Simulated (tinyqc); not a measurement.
Pariser-Parr-Pople SCF with singles CI, for the molecule C=Cc1ccccc1N (SMILES; centres numbered as the heavy atoms are written), step by step. One step of it, computed by the program tinyqc.

Problem. Singles CI, singlets. Over the 4 single excitations with the smallest orbital gaps: A = (e_a - e_i) delta + 2 (ia|jb) - (ij|ab), with (pq|rs) = sum c_mp c_mq gamma_mn c_nr c_ns. f = 2/3 w |mu|^2 in atomic units, mu = sqrt2 sum c_ia sum_m c_mi c_ma R_m.

orbital energies (eV): -13.949043  -11.641983  -11.495852  -9.606645  -8.600785  -1.578605  -0.442432  0.552810  2.691005

coefficients:
```
,MO1,MO2,MO3,MO4,MO5,MO6,MO7,MO8,MO9
1C,0.122258,-0.225521,-0.383141,-0.406036,0.387427,0.543522,0.068173,-0.392909,0.134124
2C,0.246676,-0.307723,-0.474142,-0.302214,0.149024,-0.400990,-0.054556,0.517880,-0.272281
3C,0.454551,-0.219121,-0.280308,0.224934,-0.387528,-0.321806,-0.017556,-0.356802,0.484612
4C,0.306475,-0.382620,0.081860,0.498012,0.002839,0.372924,-0.459758,0.025513,-0.392236
5C,0.241821,-0.351320,0.402588,0.194783,0.372117,0.050129,0.503211,0.324236,0.344593
6C,0.255886,-0.136478,0.508816,-0.335885,0.197466,-0.407007,-0.071045,-0.481242,-0.320772
7C,0.338721,0.134772,0.322247,-0.479501,-0.263459,0.248153,-0.418672,0.335640,0.338242
8C,0.516256,0.357800,-0.054015,-0.031315,-0.308778,0.230462,0.535835,0.008565,-0.407322
9N,0.344169,0.609752,-0.124042,0.252049,0.579041,-0.135274,-0.244981,0.003715,0.131218
```

repulsion gamma_rs (eV):
```
,1C,2C,3C,4C,5C,6C,7C,8C,9N
1C,11.130000,5.344671,3.872631,2.881032,2.343808,2.270762,2.620967,3.517205,4.166466
2C,5.344671,11.130000,5.347462,3.872631,2.881349,2.621410,2.881277,3.872198,3.758305
3C,3.872631,5.347462,11.130000,5.344671,3.871752,3.517205,3.871553,5.343977,4.165742
4C,2.881032,3.872631,5.344671,11.130000,5.344883,3.872198,3.517076,3.871573,3.040396
5C,2.343808,2.881349,3.871752,5.344883,11.130000,5.346227,3.872541,3.517377,2.752409
6C,2.270762,2.621410,3.517205,3.872198,5.346227,11.130000,5.346228,3.872631,3.040825
7C,2.620967,2.881277,3.871553,3.517076,3.872541,5.346228,11.130000,5.345617,4.165774
8C,3.517205,3.872198,5.343977,3.871573,3.517377,3.872631,5.345617,11.130000,5.921975
9N,4.166466,3.758305,4.165742,3.040396,2.752409,3.040825,4.165774,5.921975,16.800000
```

Centres (angstrom, eV; a flat drawing with bonds scaled to 1.40 angstrom):
```
centre,x,y,core charge z,W,gamma_rr
1C,-2.756000,-0.226000,1,11.160000,11.130000
2C,-1.657000,-1.094000,1,11.160000,11.130000
3C,-0.357000,-0.577000,1,11.160000,11.130000
4C,0.742000,-1.445000,1,11.160000,11.130000
5C,2.043000,-0.927000,1,11.160000,11.130000
6C,2.245000,0.458000,1,11.160000,11.130000
7C,1.147000,1.326000,1,11.160000,11.130000
8C,-0.154000,0.809000,1,11.160000,11.130000
9N,-1.253000,1.677000,2,25.600000,16.800000
```

Give: singlet CI matrix; singlet excitation energies; oscillator strengths.

Solution.

singlet CI matrix (eV):
```
,5>6,4>6,5>7,5>8
5>6,3.872,-0.220,0.034,0.071
4>6,-0.220,5.282,0.444,0.137
5>7,0.034,0.444,5.128,0.191
5>8,0.071,0.137,0.191,5.921
```

singlet excitation energies (eV): 3.827  4.779  5.543  6.054

oscillator strengths: 0.307  0.015  0.802  0.909
